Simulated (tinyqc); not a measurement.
## Strained Delta valleys, repopulation and conductivity mass: mobility against stress

A cubic crystal with three pairs of conduction valleys along x, y and z under uniaxial stress X along [100] (X > 0 is tension); current along [010]. Non-degenerate electrons, fixed total density, one relaxation time for all valleys and stresses, masses unchanged by strain, so the mobility goes as the mean inverse mass.

Stress s_ij = X a_i a_j with a the unit vector along [100]; strain e_ii = s11 s_ii + s12 (s_jj + s_kk), e_ij = s44 s_ij/2. Valley shift dE = Xu (n.e.n - trace(e)/3) with n the valley axis; share f proportional to exp(-dE/Vt). Inverse mass along the current d = [010]: (n.d)^2/ml + (1 - (n.d)^2)/mt; mu/mu0 = sum f (1/m) over the plain mean of 1/m. The linear estimate is 1 - pi X with pi the small-stress slope -d(mu/mu0)/dX.

Values chosen for this exercise; values close to those of silicon:
- T = 300 K (temperature)
- s11 = 7.82 1/TPa (compliance)
- s12 = -2.12 1/TPa (compliance)
- s44 = 12.5 1/TPa (compliance)
- Xu = 8.72 eV (shear deformation potential)
- ml = 0.924 m0 (longitudinal mass)
- mt = 0.196 m0 (transverse mass)

Constants: q = 1.602176634e-19 C, kB = 1.380649e-23 J/K, Vt = kB T/q. Results are converted to the units shown.

Results:
```
X (MPa)  splitting (meV)  largest share   mu/mu0  linear estimate
25                2.1669        0.34251  0.99019          0.99005
50                4.3338        0.35141  0.98068          0.98010
100               8.6677        0.36831  0.96263          0.96019
200               17.335        0.39818  0.93071          0.92039
400               34.671        0.44217  0.88370          0.84078
700               60.674        0.47718  0.84630          0.72136
1500              130.02        0.49837  0.82366          0.40292
2500              216.69        0.49994  0.82198        0.0048742
```

Estimate the missing row, X = 1000 MPa.

Computed row:
```
X (MPa)  splitting (meV)  largest share   mu/mu0  linear estimate
1000              86.677        0.49140  0.83110          0.60195
```

With this row back in the table: The ratio mu/mu0 falls from 0.990 to 0.822; pi = 39.8e-11 1/Pa. The linear estimate of the change is 1.015 times the computed change in the first row and 5.59 times it in the last: once the splitting is several Vt (Vt = 25.9 meV) the upper valleys are nearly empty and little is left to move. At X = 2500 MPa the stress passes 1.5 GPa, where intervalley scattering and masses change too.

Numbers from tinyqc (`OMP_NUM_THREADS=1 python tinyqc.py 2530163 2530164 out.jsonl`; about 0.01 s on one thread of a shared Intel Xeon 2.30GHz).
